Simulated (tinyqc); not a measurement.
Rise against time: self-heating of a transistor with one or more fingers, with temperature-dependent conductivity. Computed by tinyqc, a small Python program. Command: `OMP_NUM_THREADS=1 python tinyqc.py 3012180 3012181 out.jsonl selfheat walk`. One thread of a shared host (Intel(R) Xeon(R) Processor @ 2.30GHz), about 0.05 s of CPU time with the checks.

N long parallel fingers lie on the top face of a slab whose bottom is held at T_0; the top is otherwise insulated, and heat flows in two dimensions. P in W/mm is 1000 P in W/m.

Inputs (values chosen for the exercise, modelled on silicon carbide):
```
quantity                                      value           unit
conductivity at the base temperature kappa_0    384        W/(m K)
power per gate width P                          2.6           W/mm
fingers N                                         2              -
finger pitch s                                   57     micrometre
width of the heat source w                     0.51     micrometre
substrate thickness t                           110     micrometre
heat capacity C                                2.18  1e6 J/(m^3 K)
pulse length                                     38    microsecond
```

Power: fixed power.

Method:
- A line source of power P on the top face raises the top at distance x by (P/(pi kappa_0)) g(x), g(x) = -ln tanh(pi x/(4 t)) (the image sum for the slab). On a strip of width w the centre sees the mean of g over the strip, g_0 = 1 + ln(8 t/(pi w)) for w much below t.
- theta_i = (P/(pi kappa_0)) [g_0 + sum over j != i of g(|i - j| s)], with equal powers and constant conductivity; thermal resistance = largest theta/P.
- After switching on, theta(tau) = (P D/kappa_0) int_0^tau X(u) Z(u) du at the hottest finger, D = kappa_0/C; X = sum over fingers at distance x of [erf((x + w/2)/r) - erf((x - w/2)/r)]/(2 w), Z = sum_(j=-200..200) (-1)^j exp(-(2 j t/r)^2)/sqrt(pi D u), r = 2 sqrt(D u); trapezoid rule on 300 points evenly spaced in ln u from u_0 = 1e-3 min(tau, w^2/D) to tau, plus the exact piece 2 sqrt(u_0/(pi D))/w below u_0. Conductivity and power are held at their base values here, and Fourier's law is used even where the diffusion length is near a phonon free path.

diffusivity D = 176.147 micrometre^2/microsecond

theta of each finger (K): 17.8037  17.8037

largest theta = 17.8037 K

Heating curve:
```
time (microsecond)  sqrt(D time) (micrometre)  rise (K)  share of the steady rise
6.90e-05                              0.11025     1.621                   0.09105
6.90e-04                              0.34863    3.7482                    0.2105
0.0069                                 1.1025    6.1872                    0.3475
0.069                                  3.4863    8.6642                    0.4867
0.69                                   11.025    11.145                     0.626
3.4                                    24.472    12.998                    0.7301
14                                     49.659    15.287                    0.8586
41                                     84.982    17.089                    0.9599
100                                    132.72    17.741                    0.9965
```

What does the comparison show, and why?

Half the steady rise is reached between 0.069 and 0.69 microseconds, and the last row holds 99.7 % of it; the slowest time constant is 4 t^2/(pi^2 D) = 27.8 microseconds. While the diffusion length lies between w and the pitch or thickness, the rise grows as the logarithm of time; once it nears the pitch of 57 micrometre the neighbours add their heat.

Extremes, crossings and ranges named in words are read from the listed rows.
